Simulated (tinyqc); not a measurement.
Exchange-only LDA atom on a uniform radial grid, spin-unpolarised, for Li, step by step. Computed by tinyqc, a small Python program that keeps every step. Settings: Z = 3, points = 64, R = 16.8, functional = Slater exchange alone, mixing = 0.2, iteration cap = 82. Command: `OMP_NUM_THREADS=1 python tinyqc.py 22246 22247 out.jsonl` (the two numbers bound the seeds that draw the settings). One thread of a shared host (Intel(R) Xeon(R) Processor @ 2.60GHz), about 0.09 s of CPU time with the checks. Later iterations appear only in the table of the cycle.

## Iteration 1

Spherical atom on a uniform radial grid r_j = j h with h = R/(N + 1), h sum u^2 = 1 and integrals as h times sums, u(0) = u(R) = 0 (atomic units):
```
parameter,value
Z,3
points N,64
R,16.800000
h,0.258462
mixing,0.200000
electrons in 1s,2
electrons in 2s,1
```

Three-point differences turn -u''/2 + [l(l+1)/2r^2 - Z/r + V] u = e u into a tridiagonal matrix (diagonal 1/h^2 + potential, off-diagonal -1/2h^2). D = sum f u^2; the Hartree potential y/r solves y'' = -D/r with y(0) = 0, y(R) = N_e; v_xc comes from rho = D/(4 pi r^2); E = sum f e - int D V + int D (V_H/2 + eps_xc); V(new) = V + mixing (V_H + v_xc - V).

eigenvalues (hartree): 1s -3.972819, 2s -1.085633

Every 4th grid point:
```
r,V in,u(1s),u(2s),D,V_H,v_xc
1.033846,0.000000,0.550645,-0.385837,0.755290,2.456045,-0.377272
2.067692,0.000000,0.063492,-0.720112,0.526624,1.402408,-0.210748
3.101538,0.000000,0.005491,-0.419175,0.175768,0.962770,-0.111562
4.135385,0.000000,0.000422,-0.176187,0.031042,0.725088,-0.051669
5.169231,0.000000,0.000030,-0.063083,0.003980,0.580331,-0.022452
6.203077,0.000000,2.10e-06,-0.020515,0.000421,0.483629,-0.009402
7.236923,0.000000,1.42e-07,-0.006256,0.000039,0.414541,-0.003844
8.270769,0.000000,9.33e-09,-0.001822,3.32e-06,0.362723,-0.001545
9.304615,0.000000,6.05e-10,-0.000513,2.63e-07,0.322421,-0.000613
10.338462,0.000000,3.87e-11,-0.000140,1.97e-08,0.290179,-0.000241
11.372308,0.000000,0,-0.000038,1.41e-09,0.263799,-0.000094
12.406154,0.000000,0,-0.000010,9.80e-11,0.241815,-0.000036
13.440000,0.000000,0,-2.57e-06,0,0.223214,-0.000014
14.473846,0.000000,0,-6.56e-07,0,0.207270,0.000000
15.507692,0.000000,0,-1.61e-07,0,0.193452,0.000000
16.541538,0.000000,0,-2.09e-08,0,0.181362,0.000000
```

total energy = -5.76120703 hartree

## Iteration 2

As before.

eigenvalues (hartree): 1s -3.351637, 2s -0.814663

Every 4th grid point:
```
r,V in,u(1s),u(2s),D,V_H,v_xc
1.033846,0.415755,0.581189,-0.298230,0.764502,2.406012,-0.378800
2.067692,0.238332,0.078924,-0.703650,0.507581,1.383825,-0.208176
3.101538,0.170242,0.008208,-0.483115,0.233535,0.958964,-0.122646
4.135385,0.134684,0.000765,-0.239728,0.057471,0.724537,-0.063444
5.169231,0.111576,0.000067,-0.101721,0.010347,0.580265,-0.030873
6.203077,0.094845,0.000006,-0.039360,0.001549,0.483622,-0.014517
7.236923,0.082139,4.71e-07,-0.014332,0.000205,0.414540,-0.006680
8.270769,0.072236,3.82e-08,-0.004998,0.000025,0.362723,-0.003028
9.304615,0.064361,3.05e-09,-0.001688,2.85e-06,0.322421,-0.001357
10.338462,0.057988,2.42e-10,-0.000556,3.09e-07,0.290179,-0.000603
11.372308,0.052741,1.89e-11,-0.000179,3.22e-08,0.263799,-0.000266
12.406154,0.048356,0,-0.000057,3.24e-09,0.241815,-0.000117
13.440000,0.044640,0,-0.000018,3.18e-10,0.223214,-0.000051
14.473846,0.041454,0,-0.000005,3.02e-11,0.207270,-0.000022
15.507692,0.038690,0,-1.61e-06,0,0.193452,0.000000
16.541538,0.036272,0,-2.31e-07,0,0.181362,0.000000
```

total energy = -5.93816528 hartree

## Iteration 3

As before.

eigenvalues (hartree): 1s -2.883921, 2s -0.618310

Every 4th grid point:
```
r,V in,u(1s),u(2s),D,V_H,v_xc
1.033846,0.738046,0.604626,-0.230292,0.784181,2.362153,-0.382022
2.067692,0.425795,0.093412,-0.671322,0.468124,1.364557,-0.202636
3.101538,0.303457,0.011265,-0.527167,0.278159,0.953816,-0.130007
4.135385,0.239966,0.001228,-0.299373,0.089627,0.723544,-0.073574
5.169231,0.199139,0.000127,-0.145848,0.021272,0.580105,-0.039256
6.203077,0.169697,0.000013,-0.065018,0.004227,0.483599,-0.020286
7.236923,0.147284,1.23e-06,-0.027362,0.000749,0.414537,-0.010280
8.270769,0.129728,1.19e-07,-0.011059,0.000122,0.362723,-0.005141
9.304615,0.115702,1.13e-08,-0.004338,0.000019,0.322421,-0.002547
10.338462,0.104305,1.06e-09,-0.001663,2.76e-06,0.290179,-0.001253
11.372308,0.094899,9.86e-11,-0.000626,3.91e-07,0.263799,-0.000613
12.406154,0.087024,0,-0.000232,5.37e-08,0.241815,-0.000298
13.440000,0.080345,0,-0.000085,7.18e-09,0.223214,-0.000145
14.473846,0.074613,0,-0.000030,9.25e-10,0.207270,-0.000069
15.507692,0.069643,0,-0.000010,1.04e-10,0.193452,-0.000032
16.541538,0.065290,0,-1.58e-06,0,0.181362,0.000000
```

total energy = -6.05229387 hartree

## Convergence

Stop when input and output potentials agree to 1e-7.

Course of the cycle (hartree):
```
iteration,E,e(1s),e(2s),largest |V(out) - V(in)|
1,-5.76120703,-3.972819,-1.085633,3.95e+00
2,-5.93816528,-3.351637,-0.814663,2.99e+00
3,-6.05229387,-2.883921,-0.618310,2.25e+00
4,-6.12463081,-2.532312,-0.475508,1.68e+00
5,-6.16979804,-2.268445,-0.371245,1.25e+00
6,-6.19764615,-2.070805,-0.294813,9.30e-01
7,-6.21463511,-1.923089,-0.238563,6.87e-01
8,-6.22490681,-1.812944,-0.197012,5.06e-01
9,-6.23106901,-1.731018,-0.166214,3.71e-01
10,-6.23474036,-1.670242,-0.143318,2.71e-01
11,-6.23691434,-1.625275,-0.126250,1.97e-01
...,...,...,...,...
63,-6.24000069,-1.502729,-0.075284,6.86e-07
64,-6.24000069,-1.502729,-0.075284,5.59e-07
65,-6.24000069,-1.502729,-0.075284,4.55e-07
66,-6.24000069,-1.502729,-0.075284,3.70e-07
67,-6.24000069,-1.502729,-0.075284,3.01e-07
68,-6.24000069,-1.502729,-0.075284,2.44e-07
69,-6.24000069,-1.502729,-0.075284,1.98e-07
70,-6.24000069,-1.502730,-0.075284,1.61e-07
71,-6.24000069,-1.502730,-0.075284,1.30e-07
72,-6.24000069,-1.502730,-0.075284,1.06e-07
73,-6.24000069,-1.502730,-0.075284,8.58e-08
```

Converged in 73 iterations. A uniform grid resolves the cusp poorly: for a bare nucleus this grid gives 1s at -3.97282 against -Z^2/2 = -4.5 hartree. Before convergence this energy mixes input and output and is not variational, so it may rise towards its limit.
